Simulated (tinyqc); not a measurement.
Tail temperature from the power law.

Question. When tail states hold most of the charge, the linear current goes as I = A (Vg - VT)^g with g = 2 Tt/T - 1. Find g, Tt and the tail width kB Tt.

Parameters, values chosen for the exercise: temperature T = 270 K.

Constants: q = 1.602176634e-19 C, kB = 1.380649e-23 J/K, Vt = kB T/q. Results are converted to the units shown.

I at Vg - VT = 12 and 18 V (nA): 120.34385  229.54378

Solution. g is the slope of ln I against ln(Vg - VT).

g = 1.593
Tt = 350.0 K
kB Tt = 30.16 meV

Program tinyqc, `OMP_NUM_THREADS=1 python tinyqc.py 2610045 2610046 out.jsonl`; Intel Xeon 2.30GHz, shared host, one thread, about 0.02 s.
